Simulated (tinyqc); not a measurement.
## On-chip interconnect, size-dependent resistivity and RC delay: course in time

A rectangular line between two neighbours and two ground planes. Surface and grain-boundary scattering are added to the bulk resistivity as corrections; capacitances are parallel-plate values without fringing; inductance is ignored.

4 equal pi sections: series Rs = r Lw/4; node capacitances c Lw/4, halved at nodes 0 and 4, with Cl added to node 4; Rd feeds node 0. Elmore delay of node k: the sum, over the resistors on the path to k, of resistance times all capacitance downstream of it.

A 1 V step is applied behind Rd at t = 0. C dv/dt = -G v + b, with G the conductance matrix of the ladder (1/Rs between neighbours, 1/Rd added at node 0) and b = (1 V/Rd, 0, ...). Trapezoidal step: (C/dt + G/2) v(new) = (C/dt - G/2) v + b. The last column solves the same ladder exactly by its modes.

Values chosen for this exercise:
```
symbol,value,unit,meaning
Rd,700,ohm,driver resistance
dt,1.6,ps,time step
```

Rs = 340.748 ohm
C, node 0 to 4 (fF): 0.132813  0.265626  0.265626  0.265626  2.03281

Voltages (V):
```
t (ps)	node 0	node 2	node 4	node 4, exact
1.6000	1.1488	0.5405	0.18366	0.21830
3.2000	0.4571	0.5780	0.45114	0.43110
4.8000	1.1213	0.6945	0.58253	0.58603
6.4000	0.6595	0.8183	0.70385	0.69877
8.0000	1.1222	0.8118	0.78433	0.78080
9.6000	0.7627	0.9237	0.84149	0.84050
11.200	1.1202	0.8863	0.88804	0.88394
12.800	0.8222	0.9712	0.91546	0.91554
14.400	1.1129	0.9310	0.94177	0.93854
16.000	0.8600	0.9923	0.95496	0.95528
17.600	1.1026	0.9575	0.96972	0.96746
19.200	0.8861	1.0011	0.97600	0.97632
```

What do the numbers show?

The far end of the ladder reaches 0.5 V at 3.850 ps, 0.715 of its Elmore delay (ln 2 = 0.693 for a single pole); the slowest mode has a time constant of 5.033 ps. The largest error of the trapezoidal steps at that node is 35 mV. Node 0 swings up and down from step to step: the trapezoidal rule does not damp modes much faster than dt, so these swings are numerical.

Numbers from tinyqc (`OMP_NUM_THREADS=1 python tinyqc.py 2100023 2100024 out.jsonl`; about 0.01 s on one thread of a shared Intel Xeon 2.30GHz).
